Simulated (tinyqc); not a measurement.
Crystal pulling from the melt: segregation, interface stability, heat balance and point-defect regime. From C_s back to equilibrium coefficient k0. Computed by tinyqc, a small Python program. Command: `OMP_NUM_THREADS=1 python tinyqc.py 3019734 3019735 out.jsonl pull inv`. One thread of a shared host (Intel(R) Xeon(R) Processor @ 2.30GHz), about 0.01 s of CPU time with the checks.

A dilute solute; steady pulling with a flat interface unless it is found unstable.

Inputs (values chosen for the exercise, modelled on boron in silicon):
```
quantity,value,unit
initial melt concentration C0,3.7e+18,1/cm^3
diffusivity in the melt D,0.00019,cm^2/s
kinematic viscosity nu,0.004,cm^2/s
crystal rotation,20,rpm
pull rate V,1.7,mm/min
frozen fraction g,0.4,-
```

Loss from the melt surface: none.

Method. delta = 1.61 D^(1/3) nu^(1/6) omega^(-1/2), omega = 2 pi rpm/60; k_eff = k0/[k0 + (1 - k0) exp(-V delta/D)] (Burton, Prim and Slichter); the melt at the interface is enriched by k_eff/k0. Axial profile: C_s = k_eff C0 (1 - g)^(k_eff - 1); bulk melt C_L = C_s/k_eff. Usable fraction: the g at which C_s has changed by 30 % from its first value (0.99 at most).

Question. A run gave the result below. Find the equilibrium coefficient k0, known to lie between 0.51 and 0.92.

C_s = 3.508242e+18 1/cm^3

Answer.

Each step takes the trial c = (a f_b - b f_a)/(f_b - f_a), f being the result less the target and a, b, c the logarithms of the listed values; c replaces end b, the old b replaces a if the sign of f changed, and otherwise f_a is halved.

Scan of the range:
```
equilibrium coefficient k0,C_s (1/cm^3)
0.510,2.73422e+18
0.563,2.88539e+18
0.621,3.03421e+18
0.685,3.18070e+18
0.756,3.32429e+18
0.834,3.46225e+18
0.920,3.59390e+18
```

False position (Illinois rule, in the logarithm of the input) inside the bracket:
```
step,end a,end b,trial,C_s (1/cm^3)
1,0.834000,0.920000,0.863091,3.50901e+18
2,0.834000,0.863091,0.862133,3.50751e+18
3,0.863091,0.862133,0.862600,3.50824e+18
4,0.862133,0.862600,0.862600,3.50824e+18
```

C_s rises at every point of a 13-point scan of the range (every second point is shown), so one value fits; it is bracketed by 0.834 and 0.920. Answer: equilibrium coefficient k0 = 0.8626.
